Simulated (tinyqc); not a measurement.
# Inputs raised by 2 %, one at a time

Model: scattering rates of a carrier in a spherical band by Fermi's golden rule. Computed by tinyqc, a small Python program. Command: `OMP_NUM_THREADS=1 python tinyqc.py 3020842 3020843 out.jsonl scatter sens`. One thread of a shared host (Intel(R) Xeon(R) Processor @ 2.30GHz), about 0.01 s of CPU time with the checks.

All processes here are isotropic or elastic, and the rate listed is the momentum relaxation rate.

Inputs (values chosen for the exercise, for a model non-polar semiconductor):
```
quantity                                            value       unit
density-of-states mass of one valley m               0.17        m_0
non-parabolicity alpha                               0.54       1/eV
static permittivity eps_s                            9.11          -
density rho                                          6080     kg/m^3
sound velocity v_l                                   8300        m/s
acoustic deformation potential D_A                     10         eV
phonon energy hbar w                                 58.8        meV
optical or intervalley deformation potential D_o      3.9  1e8 eV/cm
final valleys Z_f                                       1          -
ionised impurity density N_I                      1.9e+18     1/cm^3
temperature T                                          77          K
carrier energy E                                      140        meV
neutral impurity density N_n                      1.7e+15     1/cm^3
```

Crystal: non-polar. Band: Kane. Impurity formula: Brooks-Herring. Further scattering: neutral impurities.

Constants: k_B = 8.617333262e-05 eV/K; eps_0 = 8.8541878128e-12 F/m; k_B = 1.380649e-23 J/K; e = 1.602176634e-19 C; hbar = 1.054571817e-34 J s; m_0 = 9.1093837015e-31 kg; hbar = 6.582119569e-16 eV s.

Method:
- Phonon occupation N_q = 1/(exp(hbar w/(k_B T)) - 1).
- Debye screening by free carriers of density N_I: L_s = sqrt(eps_s eps_0 k_B T/(e^2 N_I)).
- Kane band: hbar^2 k^2/(2 m) = E (1 + alpha E), speed v = hbar k/(m (1 + 2 alpha E)), states per spin, volume and energy g(E) = m k (1 + 2 alpha E)/(2 pi^2 hbar^2); overlap factors are set to 1. Masses are multiplied by m_0 and all formulas are in SI units.
- Acoustic deformation potential (elastic, equipartition, absorption and emission together): 1/tau = 2 pi k_B T D_A^2 g(E)/(hbar rho v_l^2).
- Singly charged impurities, momentum relaxation: 1/tau = N_I e^4 m (1 + 2 alpha E) Phi/(8 pi (eps_s eps_0)^2 hbar^3 k^3), with alpha = 0 for a parabolic band.
- Brooks-Herring: Phi = ln(1 + b) - b/(1 + b), b = 4 k^2 L_s^2.
- Optical or intervalley deformation potential: 1/tau = (pi Z_f D_o^2/(rho w)) [N_q g(E + hbar w) + (N_q + 1) g(E - hbar w)], with g = 0 below the band edge.
- Neutral impurities (Erginsoy): 1/tau = 20 N_n a_B hbar/m, a_B = 4 pi eps_s eps_0 hbar^2/(m e^2).
- Rates add: 1/tau_m is the sum, and the mean free path is v tau_m.

Runs; columns: (1) input moved; (2) from; (3) to; (4) acoustic rate (1/s); (5) ionised-impurity rate (1/s); (6) momentum relaxation time tau_m (fs); (7) mean free path (nm):
```
(1)                                                            (2)     (3)         (4)         (5)     (6)     (7)
base run                                                         -       -  2.5840e+11  1.9431e+12  421.26  204.26
density-of-states mass of one valley m (m_0)                  0.17  0.1734  2.6619e+11  1.9523e+12  418.16  200.76
non-parabolicity alpha (1/eV)                                 0.54  0.5508  2.5926e+11  1.9462e+12  420.54  203.52
acoustic deformation potential D_A (eV)                         10    10.2  2.6884e+11  1.9431e+12  419.42  203.37
phonon energy hbar w (meV)                                    58.8  59.976  2.5840e+11  1.9431e+12  421.80  204.52
optical or intervalley deformation potential D_o (1e8 eV/cm)   3.9   3.978  2.5840e+11  1.9431e+12  420.50  203.89
temperature T (K)                                               77   78.54  2.6357e+11  1.9717e+12  415.35  201.40
carrier energy E (meV)                                         140   142.8  2.6184e+11  1.9170e+12  424.93  207.69
```

Exponents ln(y'/y) / ln(x'/x):
```
input                                             acoustic rate  ionised-impurity rate  momentum relaxation time tau_m  mean free path
density-of-states mass of one valley m                    1.500                  0.238                          -0.374          -0.874
non-parabolicity alpha                                    0.168                  0.079                          -0.087          -0.184
acoustic deformation potential D_A                        2.000                  0.000                          -0.222          -0.222
phonon energy hbar w                                      0.000                  0.000                           0.064           0.064
optical or intervalley deformation potential D_o          0.000                  0.000                          -0.092          -0.092
temperature T                                             1.000                  0.738                          -0.714          -0.714
carrier energy E                                          0.668                 -0.684                           0.438           0.841
```

Which inputs matter most for each result?

Among the inputs moved here: acoustic rate answers most in size to acoustic deformation potential D_A (exponent +2.000), next to density-of-states mass of one valley m (+1.500); its exponent is below 0.0005 for phonon energy hbar w, optical or intervalley deformation potential D_o. Its exponent +1.500 in density-of-states mass of one valley m: g(E) scales as m^(3/2). Its exponent +2.000 in acoustic deformation potential D_A: the rate goes as the square of the matrix element. Ionised-impurity rate answers most in size to temperature T (exponent +0.738), next to carrier energy E (-0.684); its exponent is below 0.0005 for acoustic deformation potential D_A, phonon energy hbar w, optical or intervalley deformation potential D_o. Momentum relaxation time tau_m answers most in size to temperature T (exponent -0.714), next to carrier energy E (+0.438). Mean free path answers most in size to density-of-states mass of one valley m (exponent -0.874), next to carrier energy E (+0.841).

Caution (all rows): the doping exceeds half the effective density of states of one valley, so Debye screening (where used) and free final states are rough assumptions. Caution (all rows): the largest acoustic phonon energy 2 hbar v_l k is not small against k_B T, so equipartition is a rough assumption. Caution (all rows): Erginsoy's formula holds for k a_B below about 0.5 and for dopants that stay neutral, which means low temperature; elsewhere it is only a rough constant rate.

Extremes, crossings and ranges named in words are read from the listed rows.
